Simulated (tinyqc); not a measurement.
Band bending at a free surface with one surface level, surface photovoltage and Kelvin probe: one step of the calculation.

n-type bulk, xi = Ec - EF = Vt ln(Nc/Nd), p0 = ni^2/Nd, ni = sqrt(Nc Nv) exp(-Eg/(2 Vt)), Eg in volts. b is the upward band bending, u = b/Vt. Space charge per area, in units of q: Qc = sign(b) sqrt((2 eps0 eps_r Vt/q) [(Nd + dn)(exp(-u) - 1) + Nd u + (p0 + dn)(exp(u) - 1)]), with dn the excess density under light (flat quasi-Fermi levels; 0 in the dark). The level holds -Ns f, f = 1/(1 + exp((xi + b - Es)/Vt)). Neutrality: Qc + Qf + (charge of the states) = 0.

Task. Bulk quantities. xi, ni, p0, the Debye length sqrt(eps0 eps_r Vt/(q Nd)) and the flat-band work function chi + xi.

Parameters, values chosen for the exercise; band and dielectric values close to those of germanium:

| symbol | value | unit | meaning |
|---|---|---|---|
| T | 300 | K | temperature |
| Eg | 0.66 | eV | band gap |
| eps_r | 15.7 |  | relative permittivity |
| Nc | 1.06e19 | cm^-3 | conduction-band density of states at T |
| Nv | 6.01e18 | cm^-3 | valence-band density of states at T |
| chi | 3.97 | eV | electron affinity |
| Nd | 6.7e17 | cm^-3 | donor density |

Constants: q = 1.602176634e-19 C, kB = 1.380649e-23 J/K, Vt = kB T/q, eps0 = 8.8541878128e-14 F/cm where lengths are in cm. Results are converted to the units shown.

Wanted: xi; ni; p0; Debye length; chi + xi.

Result.

xi = 0.07139 eV
ni = 2.282e13 cm^-3
p0 = 7.773e8 cm^-3
Debye length = 5.786 nm
chi + xi = 4.041 eV

Numbers from tinyqc (`OMP_NUM_THREADS=1 python tinyqc.py 2430084 2430085 out.jsonl`; about 0.01 s on one thread of a shared Intel Xeon 2.30GHz).
